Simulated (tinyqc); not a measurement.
From electron temperature T_e back to power supplied per electron P: decay of LO phonons and the hot-phonon bottleneck in the cooling of electrons. Computed by tinyqc, a small Python program. Command: `OMP_NUM_THREADS=1 python tinyqc.py 3008036 3008037 out.jsonl hotphonon inv`. One thread of a shared host (Intel(R) Xeon(R) Processor @ 2.30GHz), about 0.02 s of CPU time with the checks.

n(E, T) = 1/(exp(E/(k_B T)) - 1) is the Bose occupation. Electrons have a temperature T_e; the LO modes within their reach share one occupation N; the decay products stay at the lattice temperature.

Inputs (values chosen for the exercise, modelled on gallium nitride):
```
quantity                                             value    unit
LO energy hbar omega                                  92.8     meV
lifetime at T = 0, tau_0                               2.8      ps
share f of the energy in the softer product           0.25       -
lattice temperature T                                  300       K
electron mass m*                                     0.198     m_0
eps_inf                                               5.38       -
static dielectric constant eps_s                      9.28       -
electron density n                                 6.2e+18  1/cm^3
density of LO modes that the electrons reach, N_m  4.2e+18  1/cm^3
```

Decay channel: two unequal phonons (Ridley).

Constants: k_B = 8.617333262e-05 eV/K; c = 299792458 m/s; e^2/(4 pi eps_0) = 14.39964548 eV angstrom; hbar^2/(2 m_0) = 3.80998212 eV angstrom^2; hbar = 6.582119569e-16 eV s; e = 1.602176634e-19 C.

Method:
- Decay rate 1/tau = (1/tau_0) [1 + n(f hbar omega) + n((1 - f) hbar omega)].
- Full width Gamma = 1/(2 pi c tau) in 1/cm, c in cm/s.
- Froehlich coupling alpha = (e^2/(4 pi eps_0)) (1/eps_inf - 1/eps_s) k_0/(2 hbar omega), k_0 = sqrt(m* hbar omega/(hbar^2/(2 m_0))); emission time tau_sp = hbar/(2 alpha hbar omega); bottleneck ratio r = (n/N_m) tau/tau_sp.
- Net emission per electron: [(N + 1) x - N]/tau_sp with x = exp(-hbar omega/(k_B T_e)), a simple two-level balance; steady state of the modes: n [(N + 1) x - N]/tau_sp = N_m (N - N_0)/tau; power per electron P = hbar omega [(N + 1) x - N]/tau_sp.
- With p = P tau_sp/(hbar omega): N = N_0 + r p and x = (p + N)/(N + 1); without hot phonons N = N_0. The mode temperature T_LO solves n(hbar omega, T_LO) = N.

Question. A run gave the result below. Find the power supplied per electron P, known to lie between 8.7 and 20 nW.

electron temperature T_e = 2720.073 K

Answer.

Each step takes the trial c = (a f_b - b f_a)/(f_b - f_a), f being the result less the target and a, b, c the logarithms of the listed values; c replaces end b, the old b replaces a if the sign of f changed, and otherwise f_a is halved.

Scan of the range:
```
power supplied per electron P (nW)  electron temperature T_e (K)
8.70                                                     2013.30
9.99                                                     2240.60
11.50                                                    2505.98
13.20                                                    2804.26
15.20                                                    3154.94
17.40                                                    3540.73
20.00                                                    3997.09
```

False position (Illinois rule, in the logarithm of the input) inside the bracket:
```
step    end a    end b    trial  electron temperature T_e (K)
1     11.5000  13.2000  12.6962                       2715.90
2     13.2000  12.6962  12.7196                       2720.00
3     13.2000  12.7196  12.7204                       2720.15
4     12.7196  12.7204  12.7200                       2720.07
```

Electron temperature T_e rises at every point of a 13-point scan of the range (every second point is shown), so one value fits; it is bracketed by 11.5 and 13.2. Answer: power supplied per electron P = 12.72 nW.

Caution: at such T_e upper valleys, non-parabolic bands or other phonons can take part.
